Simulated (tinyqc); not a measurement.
# Worked calculation: one electron in a tunnel-coupled double dot: charge qubit, sensing and quantum capacitance

tinyqc, about 0.01 s, one thread, Intel Xeon 2.30GHz (shared host): `OMP_NUM_THREADS=1 python tinyqc.py 2470046 2470047 out.jsonl` Printed values are rounded.

Basis (left, right), H = [[ep/2, tc], [tc, -ep/2]], splitting Om = sqrt(ep^2 + 4 tc^2), ep = al times the gate voltage. In equilibrium the electron is on the right with the chance P_R = [1 + (ep/Om) tanh(Om/2 kB T)]/2.

Values chosen for this exercise: tunnel coupling tc = 3.4 ueV; electron temperature T = 0.38 K; lever arm of the gate on the detuning al = 0.5 eV/V; parasitic capacitance of the resonator Cp = 0.25 pF; resonator frequency f0 = 672 MHz; loaded quality factor Q = 129; deviation of quasi-static detuning noise se = 1.1 ueV; detuning ep = 11.2 ueV.

Constants: q = 1.602176634e-19 C, kB = 1.380649e-23 J/K, hbar = 1.054571817e-34 J s, h = 6.62607015e-34 J s, Vt = kB T/q. Results are converted to the units shown.

## Splitting and occupation

Also the frequency Om/h, the mixing angle arctan2(2 tc, ep) and the weight of the right dot in the ground state, (1 + ep/Om)/2.

Om = 13.1027 ueV
Om/h = 3.16821 GHz
mixing angle = 31.2637 degree
ground-state weight = 0.927394
kB T = 32.7459 ueV
P_R = 0.584384

## Capacitance seen by a resonator

q^2 al^2 dP_R/d(ep) splits into Cq = q^2 al^2 (2 tc^2/Om^3) tanh(Om/2 kB T) and Ct = q^2 al^2 (ep/Om)^2/(4 kB T cosh^2(Om/2 kB T)); Ct appears only if relaxation is faster than the drive. A resonator of frequency f0, capacitance Cp and quality factor Q shifts by df = -f0 Cq/(2 Cp) and its phase by -2 Q Cq/Cp.

Cq = 81.2814 aF
Ct = 214.725 aF
df = -109.242 kHz
phase shift = -4806.11 millidegree

## Dephasing by charge noise

Noise in ep shifts Om by (ep/Om) d + (2 tc^2/Om^3) d^2. For Gaussian d of deviation se the spread of Om is sqrt[(ep se/Om)^2 + 2 (2 tc^2 se^2/Om^3)^2], and T2* is estimated as sqrt(2) hbar/spread; Om T2*/h counts the oscillations within T2*.

first-order spread = 0.940266 ueV
second-order spread = 0.0175877 ueV
T2* = 0.989815 ns
oscillations within T2* = 3.13594

At ep = 0 the first-order term vanishes and T2* would be 7.40 ns.
